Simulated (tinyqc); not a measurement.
Vacancy excess varied: nucleation and growth of vacancy voids in a cooling silicon-like crystal. Computed by tinyqc, a small Python program. Command: `OMP_NUM_THREADS=1 python tinyqc.py 3005448 3005449 out.jsonl voids walk`. One thread of a shared host (Intel(R) Xeon(R) Processor @ 2.30GHz), about 0.3 s of CPU time with the checks.

Spherical voids; vacancies are lost only to voids.

Inputs (values chosen for the exercise, for a model crystal):
```
quantity                                    value    unit
vacancy density at the melting point C_m  5.2e+14  1/cm^3
formation energy E_f                         3.84      eV
melting point T_m                            1685       K
diffusion prefactor D0                     0.0008  cm^2/s
migration energy E_m                         0.49      eV
site density rho                            5e+22  1/cm^3
void surface energy gamma                   0.909   J/m^2
cooling rate q                                 10   K/min
ratio (V/G)/xi_c                              1.8       -
limit of the excess at high V/G           2.5e+14  1/cm^3
temperature step                              0.2       K
```

Vacancy supply: from V/G.

Constants: k_B = 8.617333262e-05 eV/K; k_B = 1.380649e-23 J/K.

Method:
- C = C_x (u - 1)/(u + 0.2) with u = (V/G)/xi_c, a form chosen for the exercise.
- C_e = C_m exp[-(E_f/k_B)(1/T - 1/T_m)]; D = D0 exp(-E_m/(k_B T)); f = k_B T ln(C/C_e); r* = 2 gamma/(rho f); W* = 16 pi gamma^3/(3 rho^2 f^2); Z = f/sqrt(12 pi W* k_B T); I = rho Z (4 pi r* D C) exp(-W*/(k_B T)).
- March down from 1500 K in steps dT, dt = dT/q, with values at the upper end of each step: a class of I dt voids is born with r*; then all classes grow by r^2 += 2 D (C - C_e) dt/rho; C falls by the vacancies added to voids. Stop at 1150 K. T_n is the T of the largest I, N the final count (classes under 1e-6 /cm^3 are dropped), and the mean radius the number average.

initial excess C = 1.00e+14 1/cm^3

At fixed q:
```
C (1/cm^3)  T_n (K)  N (1/cm^3)  mean radius (nm)
4.00e+13     1330.0  7.7720e+07            13.347
6.00e+13     1352.4  5.6347e+07            17.019
1.00e+14     1381.6  3.7579e+07            23.114
1.60e+14     1409.2  2.5895e+07            30.628
2.50e+14     1436.4  1.8189e+07            40.006
```

More vacancies nucleate earlier (T_n rises by 106 K) and give fewer, larger voids: N goes as C^-0.79 and the radius as C^0.60, steeper than the -1/2 and +1/2 of the scaling argument at fixed D, because D rises with T_n.

Extremes, crossings and ranges named in words are read from the listed rows.
